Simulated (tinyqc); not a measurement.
## Thickness of the second layer from the transmission

Problem. A two-layer stack carries the voltage V: F1 = V/(t1 + t2 eps1/eps2), F2 = F1 eps1/eps2; U = phi1 - F1 x in layer 1 and phi2 - F1 t1 - F2 (x - t1) in layer 2. T = exp(-S) at E = 0, C = hbar^2/(2 m0). Each layer adds (2/F) sqrt(m/C) [G(u at its left edge) - G(u at its right edge)] to S, with u = U - E (0 where negative) and G(u) = (2/3) u^1.5. Find t2, known to lie between 0.3 and 6 nm, and F1.

Values chosen for this exercise:
```
symbol,value,unit,meaning
phi1,2.06,eV,barrier of layer 1 above the emitter Fermi level at zero bias
m1,0.48,m0,tunnelling mass of layer 1
t1,0.9,nm,thickness of layer 1
eps1,7.43,,relative permittivity of layer 1
phi2,1.57,eV,barrier of layer 2 at zero bias
m2,0.19,m0,tunnelling mass of layer 2
eps2,22.2,,relative permittivity of layer 2
V,1.3,V,voltage across the dielectric
```

Constants: q = 1.602176634e-19 C, hbar = 1.054571817e-34 J s, m0 = 9.1093837015e-31 kg, hbar^2/(2 m0) = 0.0380998212 eV nm^2. Results are converted to the units shown.

T at E = 0 = 2.5680369e-6

Answer. Over that range S rises steadily with t2, so S = -ln T has one root, found by bisection.

t2 = 1.500 nm
F1 = 9.272 MV/cm

Numbers from tinyqc (`OMP_NUM_THREADS=1 python tinyqc.py 2540072 2540073 out.jsonl`; about 0.04 s on one thread of a shared Intel Xeon 2.30GHz).
